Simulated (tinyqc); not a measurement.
Worked calculation: power iteration on a symmetric matrix. Computed by tinyqc, a small Python program that keeps every step. Settings: method = power, shift = 1.24. Command: `OMP_NUM_THREADS=1 python tinyqc.py 25839 25840 out.jsonl` (the two numbers bound the seeds that draw the settings). One thread of a shared host (Intel(R) Xeon(R) Processor @ 2.60GHz), about 0.01 s of CPU time with the checks.

A:
```
[[0.475000, -0.180000, -0.308000],
 [-0.180000, 1.125000, -0.024000],
 [-0.308000, -0.024000, 1.757000]]
```

Stop when the residual |A v - lambda v| is below 1e-9.

Steps:
```
step      lambda  residual
1     0.54050499  4.79e-01
2     0.44723688  3.43e-01
3     0.40141959  2.37e-01
4     0.37990491  1.61e-01
5     0.37005859  1.09e-01
6     0.36560577  7.29e-02
7     0.36360292  4.88e-02
8     0.36270425  3.27e-02
9     0.36230146  2.19e-02
10    0.36212101  1.46e-02
11    0.36204019  9.80e-03
12    0.36200400  6.56e-03
13    0.36198779  4.39e-03
14    0.36198053  2.94e-03
15    0.36197728  1.97e-03
16    0.36197582  1.32e-03
17    0.36197517  8.80e-04
18    0.36197488  5.89e-04
19    0.36197475  3.94e-04
20    0.36197469  2.64e-04
21    0.36197466  1.77e-04
22    0.36197465  1.18e-04
23    0.36197465  7.90e-05
24    0.36197464  5.29e-05
25    0.36197464  3.54e-05
26    0.36197464  2.37e-05
27    0.36197464  1.59e-05
28    0.36197464  1.06e-05
29    0.36197464  7.10e-06
30    0.36197464  4.75e-06
```

Can the last value be used, and what does the course show?

Not by the stop rule, although the second column moves by less than 1e-07 over the last three steps. Not converged in 30 steps: the residual falls only by the ratio of the two largest distances of eigenvalues from the shift, 0.67 a step. all eigenvalues, for comparison: [0.361975, 1.167464, 1.827562].
